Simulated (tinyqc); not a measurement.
Reverse leakage of an n+-p junction: diffusion, generation, trap-assisted and band-to-band tunnelling: two steps of the calculation.

One-sided abrupt junction in the depletion approximation, x from the junction (0) to W on the p side, field F = F0 (1 - x/W). Flat quasi-Fermi levels, long p side. Traps generate through SRH with both lifetimes shortened by 1 + Gamma (Hurkx enhancement, form for moderate fields); band-to-band generation is local and needs a total bending above Eg.

Inputs (values chosen for the exercise); band and dielectric values close to those of germanium:
```
symbol   value                 unit                                      meaning
T          300                    K                                  temperature
Eg        0.65                   eV                                     band gap
Na      7.3e16                cm^-3         acceptor density of the lighter side
Nd        1e20                cm^-3            donor density of the heavier side
tau       2e-9                    s  SRH lifetime of both carriers at zero field
Et           0                   eV         trap level above the intrinsic level
Ab      7.2e14  cm^-0.5 V^-2.5 s^-1                       band-to-band prefactor
Bb      5.02e6                 V/cm                  band-to-band field constant
VR         0.7                    V                                 reverse bias
```

Constants: q = 1.602176634e-19 C, kB = 1.380649e-23 J/K, Vt = kB T/q. Results are converted to the units shown.

Task 1. Generation rates across the layer. u = (Vbi + VR)(1 - x/W)^2, p = Na exp(-u/Vt), n = Nd exp((u - Vbi - VR)/Vt); G0 = ni^2 (1 - exp(-VR/Vt))/(tau (n + p + 2 ni cosh(Et/Vt))); Gamma = 2 sqrt(3 pi)(F/FG) exp((F/FG)^2); trap-assisted part G0 Gamma; G_bb = Ab F^2.5 exp(-Bb/F) with F in V/cm, zero unless Vbi + VR > Eg. 16 equal steps.

ni = 2.7667432e13 cm^-3
Vbi = 0.59403716 V
W = 177.60658 nm
F0 = 145.71951 kV/cm
FG = 285.70379 kV/cm

Wanted: x; F; Gamma; G0; G0 Gamma; G_bb.

Result 1.

```
point  x (nm)  F (kV/cm)   Gamma  G0 (cm^-3 s^-1)  G0 Gamma (cm^-3 s^-1)  G_bb (1e12 cm^-3 s^-1)
0         0.0      145.7   4.062         3.827e15               1.555e16                   6.380
1        11.1      136.6   3.690         1.642e18               6.057e18                   0.546
2        22.2      127.5   3.344         4.457e20               1.490e21                   0.033
3        33.3      118.4   3.021         6.440e21               1.946e22                   0.001
4        44.4      109.3   2.719         6.913e21               1.880e22                   0.000
5        55.5      100.2   2.435         6.917e21               1.684e22                   0.000
6        66.6       91.1   2.167         6.917e21               1.499e22                   0.000
7        77.7       82.0   1.913         6.916e21               1.323e22                   0.000
8        88.8       72.9   1.671         6.883e21               1.150e22                   0.000
9        99.9       63.8   1.440         6.340e21               9.129e21                   0.000
10      111.0       54.6   1.218         3.207e21               3.906e21                   0.000
11      122.1       45.5   1.004         6.323e20               6.347e20                   0.000
12      133.2       36.4  0.7957         1.177e20               9.367e19                   0.000
13      144.3       27.3  0.5926         3.033e19               1.798e19                   0.000
14      155.4       18.2  0.3930         1.144e19               4.498e18                   0.000
15      166.5        9.1  0.1959         6.369e18               1.248e18                   0.000
16      177.6        0.0       0         5.239e18                      0                   0.000
```

Task 2. Current components. 16 equal steps.

Each current is q times the trapezoid sum of its rate; J adds J_diff; J_bb under 1e-8 of the sum is given as 0.

```
point     x (nm)  G0 (cm^-3 s^-1)  G0 Gamma (cm^-3 s^-1)  G_bb (cm^-3 s^-1)
0        0.00000     3.8274320e15           1.5547162e16       6.3795827e12
1       11.10041     1.6415179e18           6.0573103e18       5.4613268e11
2       22.20082     4.4568590e20           1.4903963e21       3.3302659e10
3       33.30123     6.4403275e21           1.9457214e22        1.3388596e9
4       44.40164     6.9130041e21           1.8795096e22        3.2013558e7
5       55.50206     6.9168146e21           1.6840117e22        3.9570127e5
6       66.60247     6.9168280e21           1.4985997e22          2078.2205
7       77.70288     6.9156507e21           1.3227241e22                 ~0
8       88.80329     6.8834835e21           1.1502431e22                 ~0
9       99.90370     6.3395260e21           9.1290690e21                 ~0
10     111.00411     3.2068518e21           3.9062921e21                 ~0
11     122.10452     6.3225217e20           6.3465902e20                 ~0
12     133.20493     1.1770903e20           9.3665158e19                 ~0
13     144.30535     3.0334240e19           1.7975189e19                 ~0
14     155.40576     1.1442887e19           4.4975720e18                 ~0
15     166.50617     6.3694539e18           1.2479316e18                 ~0
16     177.60658     5.2390891e18                      0                  0
```

J_diff = 1.0691848e-4 A/cm^2

Give: J_SRH; J_TAT; J_bb; J.

Result 2.

J_SRH = 0.0092091 A/cm^2
J_TAT = 0.019580 A/cm^2
J_bb = 0 A/cm^2
J = 0.028896 A/cm^2

Range of the model: The n+ side is degenerate, so Vbi from Boltzmann statistics is only a guide.

tinyqc, about 0.01 s, one thread, Intel Xeon 2.30GHz (shared host): `OMP_NUM_THREADS=1 python tinyqc.py 2290096 2290097 out.jsonl`

~0 in a residual or rate marks an entry under 1e-11 of the largest of its column.
